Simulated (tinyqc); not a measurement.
Interstitial-substitutional diffusion of a fast metal impurity in a wafer (kick-out and dissociative mechanisms): one step, computed by the program tinyqc. Command: `OMP_NUM_THREADS=1 python tinyqc.py 3016694 3016695 out.jsonl kickout walk`. One thread of a shared host (Intel(R) Xeon(R) Processor @ 2.30GHz), about 0.3 s of CPU time with the checks.

The metal moves as an interstitial A_i and dissolves on lattice sites either by kicking out a self-interstitial (A_i = A_s + I) or by filling a vacancy (A_i + V = A_s). With A_i at its solubility, local equilibrium and c = C_s/C_s*, self-interstitials and vacancies obey C_I/C_I* = 1/c and C_V/C_V* = c.

Problem. Closed forms. Pure kick-out: the centre rises as c_m = (2/d) sqrt(pi D_K t) while c_m is small. Pure dissociative or sink-rich cases give erfc profiles with depth 2 sqrt(D_F t) or 2 sqrt(D_A t). The short time that the interstitial metal needs to fill the wafer is neglected.

Inputs (values chosen for the exercise, loosely like those of gold in silicon): temperature T = 1000 C; wafer thickness d = 525 um; time t = 620 s.

D_K = 3.726418e-10 cm^2/s

D_F = 3.030956e-10 cm^2/s

D_A = 4.817387e-07 cm^2/s

Give: centre value c_m, closed form; depth 2 sqrt(D_F t); depth 2 sqrt(D_A t).

Solution.

centre value c_m, closed form = 0.03246

depth 2 sqrt(D_F t) = 8.670 um

depth 2 sqrt(D_A t) = 345.6 um

Caution: the depth 2 sqrt(D_A t) exceeds half the wafer, so in a sink-rich wafer the profiles from the two faces overlap and a single erfc no longer holds.
